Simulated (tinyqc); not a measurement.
Inside a calculation. Method: Ewald sum of point charges, zinc blende lattice. Computed by tinyqc, a small Python program that keeps every step. Command: `OMP_NUM_THREADS=1 python tinyqc.py 20365 20366 out.jsonl` (the two numbers bound the seeds that draw the settings). One thread of a shared host (Intel(R) Xeon(R) Processor @ 2.60GHz), about 0.05 s of CPU time with the checks.

## Ewald sum with eta = 0.534 1/bohr

cell vectors (rows) (bohr):
```
,1,2,3
1,0.00000,3.41000,3.41000
2,3.41000,0.00000,3.41000
3,3.41000,3.41000,0.00000
```

Charges:
```
q,f1,f2,f3
2.00000,0.00000,0.00000,0.00000
-2.00000,0.25000,0.25000,0.25000
```

Real space: 1/2 sum q_i q_j erfc(eta r)/r over all images with r > 0; reciprocal space: (2 pi/V) sum_(G != 0) exp(-G^2/4 eta^2)/G^2 |S(G)|^2 with S(G) = sum q exp(i G.r); self term -eta/sqrt(pi) sum q^2; background -pi Q^2/(2 V eta^2), Q the total charge.

Real-space shells (first ones):
```
r (bohr),pairs,sum (hartree)
2.95315,8,-0.13943
4.82247,24,0.00269
5.65485,24,-0.00017
6.82000,12,9.15e-07
7.43192,24,-1.29e-07
8.35276,48,3.25e-09
8.85944,32,-1.61e-10
9.64494,24,0
10.08692,48,0
10.78337,48,0
11.18043,24,0
```

Reciprocal shells (first ones that count):
```
G^2 (1/bohr^2),vectors,sum (hartree)
2.54632,8,0.21362
3.39509,6,0.11419
9.33649,24,0.00045
10.18526,8,0.00013
16.12667,24,6.83e-07
16.97544,24,6.17e-07
22.91684,32,1.66e-09
```

## The total does not depend on eta

The same sums for other eta.

Totals (hartree per cell):
```
eta,real,reciprocal,self,background,total
0.53400,-0.13690,0.32839,-2.41022,0.00000,-2.2187250
0.77800,-0.00627,1.29906,-3.51152,0.00000,-2.2187250
0.91700,-0.00070,1.92086,-4.13889,0.00000,-2.2187250
```

shortest distance = 2.95315 bohr

Madelung constant -E d / (formula units |q+ q-|) = 1.63806
